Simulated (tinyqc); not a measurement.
Classical Heisenberg spin chain: exact results, Metropolis, heat-bath and over-relaxation steps, and a Monte Carlo run: one step, computed by the program tinyqc.

E = -J sum_i s_i . s_(i+1) for unit vectors s_i on an open chain; K = J/(k_B T).

Problem. Exact results. Each bond angle is independent, so u = <s_i . s_(i+1)> = coth K - 1/K, <s_i . s_(i+n)> = u^n, correlation length xi = -1/ln|u|, energy per bond -J u, heat capacity per bond c/k_B = 1 - K^2/sinh^2 K, and for the long chain chi = mu^2 (1 + u)/(3 k_B T (1 - u)) per spin.

Inputs (values chosen for the exercise, for a model chain of large moments): coupling J = 39 meV; temperature T = 107 K; moment mu = 3.4 mu_B.

Constants: k_B = 8.617333262e-05 eV/K; mu_B = 5.7883818060e-05 eV/T.

Give: K; u; xi; energy per bond; heat capacity; chi over the Curie value; chi.

Solution.

K = 4.230

u = 0.7640

xi = 3.715 sites

energy per bond = -29.80 meV

heat capacity = 0.9848 k_B/bond

chi over the Curie value = 7.475

chi = 0.1808 mu_B/T per spin

For |K| >> 1, |u| = 1 - 1/|K| and xi = |K| - 1/2 = 3.73: the chain orders only at T = 0, and c tends to k_B, not to zero, a failure of classical spins.
